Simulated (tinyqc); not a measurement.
Finite line against the semi-infinite law: electromigration in a confined line: Blech product, Korhonen stress evolution and Black's law. Computed by tinyqc, a small Python program. Command: `OMP_NUM_THREADS=1 python tinyqc.py 3015101 3015102 out.jsonl emigr walk`. One thread of a shared host (Intel(R) Xeon(R) Processor @ 2.30GHz), about 0.01 s of CPU time with the checks.

The electron wind pushes atoms from the cathode (x = 0) to the anode (x = L); blocking ends build a back stress (tension positive). The input rho is taken not to change with temperature. d sigma/dt = d/dx [kappa (d sigma/dx + G)], with zero flux at both ends and sigma = 0 at t = 0.

Inputs (values chosen for the exercise, close to those used for ruthenium lines):

| quantity | value | unit |
|---|---|---|
| resistivity rho | 11.6 | micro-ohm cm |
| atomic volume Omega | 13.6 | angstrom^3 |
| effective charge number Z* | 1.3 | - |
| prefactor D0 | 1.1e-06 | m^2/s |
| activation energy E | 1.35 | eV |
| effective modulus B | 56 | GPa |
| critical stress sigma_c | 450 | MPa |
| current density j | 1.6 | MA/cm^2 |
| line length L | 130 | um |
| test temperature T | 350 | C |

Start: stress-free.

Constants: e = 1.602176634e-19 C; k_B = 8.617333262e-05 eV/K; k_B = 1.380649e-23 J/K.

Method:
- G = Z* e rho j/Omega; D = D0 exp(-E/(k_B T)); kappa = D B Omega/(k_B T); drift velocity of an unconfined line v = D Z* e rho j/(k_B T). SI: 1 micro-ohm cm = 1e-8 ohm m, 1 MA/cm^2 = 1e10 A/m^2.
- Temperatures in kelvin are T(C) + 273.15.
- At steady state sigma(x) = G (L/2 - x). A void forms only if the cathode stress reaches sigma_c, that is if j L exceeds (j L)_c = 2 Omega (sigma_c)/(Z* e rho). Time scale tau = L^2/kappa.
- sigma(x, t) = G L [1/2 - x/L - 4 sum_(m odd) cos(m pi x/L) exp(-m^2 pi^2 s)/(m pi)^2], s = t/tau, summed to m = 399.
- Semi-infinite line: sigma(0, t) = 2 G L sqrt(s/pi). One-term form: keep m = 1 alone.

tau = 3993.74 h

stress gradient G = 28.4245 MPa/um

Cathode stress (MPa):

| s | t (h) | full series | semi-infinite | one term |
|---|---|---|---|---|
| 0.002 | 7.9875e+00 | 186.5 | 186.5 | 379.3 |
| 0.005 | 1.9969e+01 | 294.8 | 294.8 | 422.1 |
| 0.01 | 3.9937e+01 | 417.0 | 417.0 | 490.7 |
| 0.02 | 7.9875e+01 | 589.7 | 589.7 | 618.3 |
| 0.05 | 1.9969e+02 | 931.3 | 932.3 | 933.3 |
| 0.1 | 3.9937e+02 | 1289.4 | 1318.5 | 1289.4 |
| 0.2 | 7.9875e+02 | 1639.6 | 1864.7 | 1639.6 |
| 0.4 | 1.5975e+03 | 1818.7 | 2637.1 | 1818.7 |
| 0.8 | 3.1950e+03 | 1847.0 | 3729.4 | 1847.0 |

What does the comparison show, and why?

Among these rows the semi-infinite law holds to 1 % up to s = 0.05 and the one-term form from s = 0.05 on: the far end is felt once sqrt(kappa t) is no longer small against L, and by then the terms with m > 1 have nearly died out. The critical stress 450 MPa is passed between s = 0.01 and 0.02. Caution: rows beyond sigma_c are formal, since a void ends the model there.
